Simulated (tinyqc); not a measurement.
p-n heterojunction, non-linear Poisson equation by Newton steps, Fermi-Dirac statistics: one step of the calculation.

One dimension, material 1 (p-type) at x < 0 and material 2 (n-type) at x > 0. Band edges: Ec = -psi in material 1 and -psi + dEc in material 2, Ev = Ec - Eg. Flat quasi-Fermi levels: 0 for holes, +V for electrons. n = Nc F((EFn - Ec)/Vt), p = Nv F((Ev - EFp)/Vt), with F(eta) = F_1/2(eta) = (2/sqrt(pi)) int_0^infinity sqrt(u) du/(1 + exp(u - eta)) (Fermi-Dirac statistics); full ionisation, no interface charge, classical densities; the doping types are chosen for the exercise.

Problem. Band edges, densities and displacement. Ec, Ev, n and p as defined; D = a_k (psi_(k+1) - psi_k) on the interval that holds the interface.

Parameters, values chosen for the exercise; band and dielectric values close to those of InP and In0.53Ga0.47As:
```
symbol,value,unit,meaning
T,300,K,temperature
Eg1,1.34,eV,band gap of material 1
Nc1,5.69e17,cm^-3,conduction-band density of states of material 1
Nv1,1.11e19,cm^-3,valence-band density of states of material 1
Eg2,0.726,eV,band gap of material 2
Nc2,2.12e17,cm^-3,conduction-band density of states of material 2
Nv2,7.8e18,cm^-3,valence-band density of states of material 2
dEc,-0.27,eV,conduction-band offset Ec2 - Ec1
N1,1.4e17,cm^-3,acceptor density of material 1
N2,2e16,cm^-3,donor density of material 2
V,0.15,V,bias of side 1 against side 2
```

Constants: q = 1.602176634e-19 C, kB = 1.380649e-23 J/K, Vt = kB T/q. Results are converted to the units shown.

| node | x (nm) | converged psi (V) | material |
|---|---|---|---|
| 0 | -160 | -1.2270630 | 1 |
| 1 | -114 | -1.2269390 | 1 |
| 2 | -78.5 | -1.2254696 | 1 |
| 3 | -51.9 | -1.2145617 | 1 |
| 4 | -31.6 | -1.1699286 | 1 |
| 5 | -16.2 | -1.0872744 | 1 |
| 6 | -4.45 | -0.9925364 | 1 |
| 7 | 4.45 | -0.9063379 | 2 |
| 8 | 21.8 | -0.8231028 | 2 |
| 9 | 55.7 | -0.6940719 | 2 |
| 10 | 122 | -0.5284647 | 2 |
| 11 | 251 | -0.4821322 | 2 |
| 12 | 503 | -0.4801717 | 2 |

| interval | coupling a_i (F/cm^2) |
|---|---|
| 0 | 2.4445258e-7 |
| 1 | 3.1675545e-7 |
| 2 | 4.2273754e-7 |
| 3 | 5.5393195e-7 |
| 4 | 7.3018302e-7 |
| 5 | 9.5700583e-7 |
| 6 | 1.3204611e-6 |
| 7 | 7.0935568e-7 |
| 8 | 3.6304782e-7 |
| 9 | 1.8563079e-7 |
| 10 | 9.5405590e-8 |
| 11 | 4.8838576e-8 |

Find: Ec; Ev; n; p; D.

Solution.

| node | Ec (eV) | Ev (eV) | n (cm^-3) | p (cm^-3) |
|---|---|---|---|---|
| 0 | 1.2271 | -0.11294 | 0.45841 | 1.4000e17 |
| 1 | 1.2269 | -0.11306 | 0.46061 | 1.3933e17 |
| 2 | 1.2255 | -0.11453 | 0.48755 | 1.3167e17 |
| 3 | 1.2146 | -0.12544 | 0.74347 | 8.6468e16 |
| 4 | 1.1699 | -0.17007 | 4.1789 | 1.5418e16 |
| 5 | 1.0873 | -0.25273 | 102.23 | 6.3054e14 |
| 6 | 0.9925 | -0.34746 | 3991.4 | 1.6151e13 |
| 7 | 0.6363 | -0.08966 | 1.4329e9 | 2.4049e17 |
| 8 | 0.5531 | -0.17290 | 3.5851e10 | 9.7131e15 |
| 9 | 0.4241 | -0.30193 | 5.2738e12 | 6.6058e13 |
| 10 | 0.2585 | -0.46754 | 3.1762e15 | 1.0911e11 |
| 11 | 0.2121 | -0.51387 | 1.8583e16 | 1.8176e10 |
| 12 | 0.2102 | -0.51583 | 2.0000e16 | 1.6848e10 |

D = 113.82 nC/cm^2

tinyqc, about 0.2 s, one thread, Intel Xeon 2.30GHz (shared host): `OMP_NUM_THREADS=1 python tinyqc.py 2040042 2040043 out.jsonl`
